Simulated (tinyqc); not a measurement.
Changing the step factor eta: nudged elastic band on a two-dimensional model surface. Computed by tinyqc, a small Python program. Command: `OMP_NUM_THREADS=1 python tinyqc.py 3014801 3014802 out.jsonl neb sweep`. One thread of a shared host (Intel(R) Xeon(R) Processor @ 2.30GHz), about 0.2 s of CPU time with the checks.

V(x, y) = -A (cos kx + cos ky) - B cos kx cos ky + (C sin ky + S sin kx)(1 - cos kx), k = 2 pi/a; the atom hops from the minimum at (0, 0) to that at (a, 0).

Inputs (values chosen for the exercise, for a model surface):

| quantity | value | unit |
|---|---|---|
| amplitude A | 0.31 | eV |
| amplitude B | 0.015 | eV |
| skew C | 0.048 | eV |
| asymmetry S | -0.055 | eV |
| period a | 2.9 | angstrom |
| movable images n | 6 | - |
| spring constant k_s | 0.63 | eV/angstrom^2 |
| iteration cap | 600 | - |

Surface: adatom on a square lattice. Climbing image: on.

Method:
- Newton steps x(new) = x - H^-1 grad V (moves limited to 0.3 angstrom) from (0, 0), (a, 0) and (a/2, 0) give the two minima and the saddle.
- Tangent at image i: towards the higher neighbour if the energies rise or fall through i; at a maximum or minimum, tau = t+ dmax + t- dmin if V(i+1) > V(i-1), else t+ dmin + t- dmax, with t+ = R(i+1) - R(i), t- = R(i) - R(i-1) and dmax, dmin the larger and smaller of |V(i+1) - V(i)| and |V(i-1) - V(i)|; then normalise. Force F = -grad V + (grad V.tau) tau + k_s (|t+| - |t-|) tau.
- With a climbing image, the highest image feels instead F = -grad V + 2 (grad V.tau) tau and no spring.
- Update R(new) = R + eta F; the end points stay fixed.
- Start on the straight line; stop when the largest force is below 1e-4 or above 1e6 eV/angstrom.

One run for each value:

| step factor eta (angstrom^2/eV) | iterations | energy of the highest image (eV) |
|---|---|---|
| 0.043 | 320 | 0.6528 |
| 0.058 | 237 | 0.6528 |
| 0.079 | 174 | 0.6528 |
| 0.110 | 124 | 0.6528 |
| 0.150 | 91 | 0.6528 |
| 0.200 | 68 | 0.6528 |
| 0.270 | 50 | 0.6528 |
| 0.370 | 36 | 0.6528 |
| 0.510 | 26 | 0.6528 |

What does the table show, and why?

Over the rows, iterations falls from 320 to 26.0 (exponent d ln y / d ln x about -1.0 throughout). While the steps are short the count falls about as 1/eta; the converged energy does not depend on eta.

Extremes, crossings and ranges named in words are read from the listed rows.
